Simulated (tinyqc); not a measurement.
## MOS inversion layer, Poisson-Schroedinger loop: effect of the temperature

Electrons confined at an insulator interface at z = 0, treated as a hard wall; parabolic valleys, Hartree approximation, no image or exchange terms. The depletion charge lies far deeper than the electrons and gives a uniform field q Nd/(eps0 eps_r); the gate balances all charge. Energies are counted from the band edge at the interface.

Schroedinger equation -(C/mz) psi'' + (V0 + U + dE for set B) psi = E psi, C = hbar^2/(2 m0), psi(0) = 0, on a uniform mesh of 800 nodes with a far wall at 32 nm, 8 levels a set; V0 = q Nd z/(eps0 eps_r); dU/dz = q (Ns - integral of n from 0 to z)/(eps0 eps_r), U(0) = 0; N_k = g md m0 q Vt/(pi hbar^2) ln(1 + exp((EF - E_k)/Vt)), g the number of valleys of the set, sum N_k = Ns. Triangular well: E_k = a_k (C F^2/mz)^(1/3), a_1 = 2.338107, a_2 = 4.087949, C = hbar^2/(2 m0), F in eV/nm. Fang-Howard (all electrons in the lowest level of set A): b^3 = 6 (mz1/C) q (Nd + 11 Ns/32)/(eps0 eps_r), centroid 3/b, level C b^2/(4 mz1) + (3/b) q (Nd + 11 Ns/16)/(eps0 eps_r). The centroid adds 3.9 z_av/eps_r to an oxide-equivalent thickness.

Values chosen for this exercise; masses and permittivity close to those of germanium (111):
```
symbol   value   unit                                     meaning
eps_r     15.7                              relative permittivity
mz1        1.6     m0  mass along z of valley set A (1 valley(s))
md1     0.0807     m0    in-plane density-of-states mass of set A
mz2     0.0927     m0  mass along z of valley set B (3 valley(s))
md2      0.334     m0    in-plane density-of-states mass of set B
Ns      5.4e12  cm^-2                  sheet density of electrons
Nd      1.1e12  cm^-2           sheet density of depletion charge
dE        0.07     eV               extra shift of set B (strain)
```

Constants: q = 1.602176634e-19 C, kB = 1.380649e-23 J/K, hbar = 1.054571817e-34 J s, m0 = 9.1093837015e-31 kg, Vt = kB T/q, eps0 = 8.8541878128e-14 F/cm where lengths are in cm, hbar^2/(2 m0) = 0.0380998212 eV nm^2. Results are converted to the units shown.

The same in every row: Fang-Howard centroid (nm) = 1.47.

Result of one run:
```
T (K)	A1 (meV)	B1 (meV)	EF (meV)	share of A1 (%)	share of set A (%)	centroid z_av (nm)	added oxide equivalent (nm)
20	108	275	207	62.0	100	1.91	0.475
```

What becomes of these results when the temperature T is changed from 20 to 500 K, all else the same?

Result of the changed run:
```
T (K)	A1 (meV)	B1 (meV)	EF (meV)	share of A1 (%)	share of set A (%)	centroid z_av (nm)	added oxide equivalent (nm)
500	110	299	171	43.6	80.4	2.76	0.685
```

The whole series:
```
T (K)	A1 (meV)	B1 (meV)	EF (meV)	share of A1 (%)	share of set A (%)	centroid z_av (nm)	added oxide equivalent (nm)
20	108	275	207	62.0	100	1.91	0.475
50	108	275	207	61.9	100	1.92	0.477
77	108	275	206	61.6	100	1.93	0.480
120	108	276	206	61.0	99.9	1.97	0.489
200	108	280	202	58.9	98.5	2.08	0.517
300	109	285	195	54.5	93.7	2.28	0.566
400	110	292	185	49.1	87.2	2.51	0.623
500	110	299	171	43.6	80.4	2.76	0.685
```

As T goes from 20 to 500, A1 rises from 108 to 110 meV, the share of A1 falls from 62.0 to 43.6 % and the centroid rises from 1.91 to 2.76 nm. The Fang-Howard centroid is 23 % below the full one in the first row, where A1 holds 62.0 %, and 47 % below it in the last, where A1 holds 43.6 %. For T = 400, 500 the eighth level of a set still holds over 0.4 % of the electrons, so more levels and a farther wall would raise the centroid.

Computed by the program tinyqc: `OMP_NUM_THREADS=1 python tinyqc.py 2160071 2160072 out.jsonl`, one thread of a shared Intel Xeon 2.30GHz, about 0.9 s for the whole run.
